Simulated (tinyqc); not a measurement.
From results back to parameters: Wannier function of the lower band of a two-orbital chain. Two cases, with inputs chosen for the exercise.

Problem. A band E(k) = H0 + 2 H1 cos(ka) + 2 H2 cos(2ka) is known at k = 0, pi/2a and pi/a. The values come from hidden hoppings; c = hbar^2/2m0.

Constants: hbar^2/2m0 = 3.80998211 eV angstrom^2.
Find: H0, H1, H2; m0/m at k = 0.

Method. H0 = (E0 + 2 E1 + E2)/4, H1 = (E0 - E2)/4, H2 = (E0 - 2 E1 + E2)/8; the curvature at k = 0 gives m0/m = -(H1 + 4 H2) a^2/c.

Case 1.

Values chosen: a = 4.2 angstrom (period).

E (eV): 0 -0.6210, pi/2a -0.8890, pi/a -0.0770

Solution.

H0, H1, H2 (eV): -0.619  -0.136  0.135

m0/m at k = 0 = -1.870

Case 2.

Values chosen: a = 3.2 angstrom (period).

E (eV): 0 -0.8770, pi/2a -1.0370, pi/a -0.4210

Solution.

H0, H1, H2 (eV): -0.843  -0.114  0.097

m0/m at k = 0 = -0.736

Computed by tinyqc, one run a case: `OMP_NUM_THREADS=1 python tinyqc.py N N+1 out.jsonl` with N = 1450779, 1450789; one thread of a shared Intel(R) Xeon(R) Processor @ 2.30GHz, about 0.2 s a run at most.
